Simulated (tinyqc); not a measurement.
## Thermal resistances of a two-die stack

Problem. Heat leaves through the lower die only, and the system is linear. Find the resistance R1 from the lower die to the coolant, R2 between the dies, and the rise of the upper die when both are powered.

Parameters, values chosen for the exercise:
- P1 = 31 W (power of the lower die)
- P2 = 23 W (power of the upper die)

rises of the lower and upper die with only the lower one powered (K): 11.16  11.16
rises of the lower and upper die with only the upper one powered (K): 8.28  14.03

Answer. With only the lower die powered no heat crosses R2, so both dies rise by P1 R1; the difference in the second test is P2 R2; rises add.

R1 = 0.360 K/W
R2 = 0.250 K/W
rise of the upper die = 25.2 K

Computed by the program tinyqc: `OMP_NUM_THREADS=1 python tinyqc.py 2162105 2162106 out.jsonl`, one thread of a shared Intel Xeon 2.30GHz, about 0.03 s for the whole run.
